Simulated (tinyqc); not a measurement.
What each parameter does: donor near an oxide interface in a gate field (two-state model).

Interface at z = 0 (hard wall), donor at z = d, field F pulling electrons to the interface: potential e F z; 1 kV/cm = 1e-5 eV/angstrom, c = hbar^2/2m0, q = e^2/(4 pi eps0), Q = (eps - eo)/(eps + eo). Donor state: E_D = e F d - ED - q Q/(4 eps d), the last term joining the images of ion and electron. Interface state: z exp(-b z/2) exp(-rho^2/(2 L^2)) with E_z = c b^2/(4 mz) + 3 e F/b + q Q b/(8 eps), minimised over b; in the plane at z = 3/b the ion (distance D = d - 3/b) and its image (D' = d + 3/b) give E_rho = c/(mt L^2) - (q/eps)(sqrt(pi)/L)[erfcx(D/L) + Q erfcx(D'/L)], erfcx(x) = exp(x^2) erfc(x), minimised over L. E_I = E_z + E_rho.

The two states couple by t = t0 exp(-D/aD) with t0 = q/(eps aD) (2 aD/L) sqrt(aD b/2) v, v a valley factor; this form is an estimate. With detuning u = E_D - E_I the splitting is sqrt(u^2 + 4 t^2) and the lower state has weight (1 - u/sqrt(u^2 + 4 t^2))/2 on the donor.

Constants: hbar^2/2m0 = 3.80998211 eV angstrom^2; e^2/(4 pi eps0) = 14.39964547 eV angstrom.

Values chosen for the exercise (near those of a donor in Si below SiO2, static dielectric constants; the results hold for these values, not for the real material):

| symbol | value | unit | meaning |
|---|---|---|---|
| d | 160 | angstrom | depth of the donor |
| ED | 46 | meV | bulk binding energy |
| mz | 0.898 | m0 | mass across the interface |
| mt | 0.185 | m0 | mass in the plane |
| eps | 11.2 |  | dielectric constant of the semiconductor |
| eo | 3.9 |  | dielectric constant of the oxide |
| aD | 16.8 | angstrom | donor radius |
| v | 0.47 |  | valley factor |

Critical field (E_D = E_I), and t and L there.

Results for these values:

| case | critical field (kV/cm) | t (meV) | L (angstrom) |
|---|---|---|---|
| base | 41.1 | 0.00724 | 110.8 |

What happens to each result for eo = 5.8, all else kept?

Answer: critical field falls from 41.1 to 40.0; t falls from 0.00724 to 0.00661; L rises from 110.8 to 113.7.

The same for each parameter in turn:

| case | critical field (kV/cm) | t (meV) | L (angstrom) |
|---|---|---|---|
| base | 41.1 | 0.00724 | 110.8 |
| d = 175 angstrom | 36.9 | 0.00301 | 118.1 |
| ED = 52 meV | 46.1 | 0.00662 | 111.5 |
| aD = 18.5 angstrom | 41.1 | 0.0146 | 110.8 |
| mz = 0.763 m0 | 41.8 | 0.00780 | 110.2 |
| mt = 0.213 m0 | 40.9 | 0.00766 | 105.1 |
| eo = 5.8 | 40.0 | 0.00661 | 113.7 |
| eps = 11.9 | 41.4 | 0.00661 | 113.1 |

Program tinyqc; command `OMP_NUM_THREADS=1 python tinyqc.py 1282685 1282686 out.jsonl`; about 0.1 s on one thread of a shared Intel(R) Xeon(R) Processor @ 2.30GHz.
